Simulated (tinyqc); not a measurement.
# Sputter depth profiling of a dopant layer: erosion rate, quantification and the mixing-roughness response, step by step

A worked calculation. Computed by tinyqc, a small Python program that keeps every step. Command: `OMP_NUM_THREADS=1 python tinyqc.py 3009534 3009535 out.jsonl sims walk`. One thread of a shared host (Intel(R) Xeon(R) Processor @ 2.30GHz), about 0.01 s of CPU time with the checks. Intermediate numbers are printed to about 7 digits and carried at full precision; extremes and crossings named in words are read from the listed rows.

A rastered ion beam erodes silicon (49.94 atoms per nm^3). The measured profile is the true one convolved with a depth response.

Inputs (values chosen for the exercise, modelled on a dopant in silicon under an oxygen or caesium beam): beam energy E = 1.6 keV; beam current = 420 nA; raster side = 250 um; sputter yield at 1 keV = 1.5; mixing length at 1 keV = 1.5 nm; roughness sigma = 0.71 nm; depth of the layer z0 = 44 nm; sheet density Q = 5.6e+12 1/cm^2; relative sensitivity factor RSF = 8.8e+21 1/cm^3; matrix count rate = 360000 1/s; background count rate = 0.82 1/s; counting time per point = 1 s; level that defines the junction C_B = 6e+16 1/cm^3.

True profile: delta layer.

Constants: e = 1.602176634e-19 C.

## Erosion and sensitivity

Scaling chosen for the exercise: yield Y = Y1 E^0.5, mixing length w = w1 E^0.5 (E in keV). Erosion rate = Y I/(e x raster^2 x density); depth step = rate x counting time; concentration = RSF x counts/matrix counts; detection limit = RSF x 3 sqrt(background x time)/(matrix rate x time).

yield Y = 1.897367

mixing length w = 1.897367 nm

erosion rate = 1.593535 nm/s

depth step = 1.593535 nm

detection limit = 6.640616e+16 1/cm^3

Caution: with so few background counts Poisson statistics, not 3 sqrt(N), set the true limit. Caution: the depth step exceeds the roughness width, so the leading edge is undersampled.

## Measured shape

Mixing alone turns a layer at z0 into (1/w) exp(-(z - z0 + w)/w) for z > z0 - w; roughness adds a Gaussian of width sigma. With x = z - z0 + w: g(x) = (1/(2w)) exp(sigma^2/(2 w^2) - x/w) erfc((sigma/w - x/sigma)/sqrt2), and its integral G(x) = (1/2) erfc(-x/(sigma sqrt2)) - w g(x). Measured: Q g(x), 1 nm = 1e-7 cm. Find the maximum, the full width at half maximum and the deep point where the profile falls to C_B; far down, the trailing edge decays by w ln(10) per decade.

depth of the maximum = 42.92539 nm

peak concentration = 1.607855e+19 1/cm^3

full width at half maximum = 2.885976 nm

apparent junction depth = 53.99591 nm

trailing slope = 4.368848 nm/decade

The true deep edge lies at 44 nm, so the junction appears 10.00 nm too deep. Caution: C_B lies below the detection limit, so this point could not be measured.

## Moments

Convolution adds means and variances: the response has mean 0 (shift -w plus exponential mean w) and variance w^2 + sigma^2; a delta layer adds none.

centroid = 44 nm

standard deviation = 2.025858 nm

maximum minus centroid = -1.074613 nm

The centroid stays at the true position while the maximum lies nearer the surface, so depth is read from the centroid.

## Points of the profile

Counts = concentration x matrix rate x time/RSF + background x time; relative noise 1/sqrt(counts). Depths are z0 - w + k (w + sigma), k = -0.5, 0, 0.5, 1, 2, 3, 5, 8, 12.

Profile:
```
k       z (nm)  measured (1/cm^3)        counts  relative noise
-0.5  40.79895       8.520225e+17  3.567547e+01        0.167423
0.0   42.10263       1.120991e+19  4.594072e+02        0.046655
0.5   43.40632       1.477902e+19  6.054164e+02        0.040642
1.0   44.71000       8.006142e+18  3.283440e+02        0.055187
2.0   47.31737       2.026870e+18  8.373743e+01        0.109280
3.0   49.92473       5.128818e+17  2.180153e+01        0.214169
5.0   55.13947       3.283975e+16  2.163444e+00        0.679872
8.0   62.96157       5.320760e+14  8.417667e-01        1.089944
12.0  73.39103       2.181418e+12  8.200892e-01        1.104255
```

## Beam energy: resolution against speed

Width = full width at half maximum; the apparent junction is the deep point where the profile falls to C_B; time to profile to twice z0 = 2 z0/erosion rate, at fixed current.

Measured values:
```
E (keV)    w (nm)  peak (1/cm^3)  width (nm)  apparent junction (nm)  time (min)
0.15     0.580948   2.608203e+19    1.964774                48.14138    3.005967
0.25     0.750000   2.425827e+19    2.079938                48.93090    2.328412
0.50     1.060660   2.138222e+19    2.294678                50.36811    1.646436
1.00     1.500000   1.823816e+19    2.602904                52.31798    1.164206
2.00     2.121320   1.507069e+19    3.046951                54.90939    0.823218
4.00     3.000000   1.209698e+19    3.683648                58.30447    0.582103
8.00     4.242641   9.466029e+18    4.586122                62.69978    0.411609
```

From the highest to the lowest energy the width goes from 4.59 to 1.96 nm, towards the floor set by roughness, 2.355 sigma = 1.67 nm, and the junction error from 18.7 to 4.14 nm, at 7.3 times the time. Extrapolating the tail slope to zero energy separates mixing from real diffusion. Caution: the surface transient, segregation under the beam and the growth of roughness with depth are left out, and real yields fall faster near the sputter threshold.

Checks made by the program: dose under the measured profile (relative difference below 1e-10).
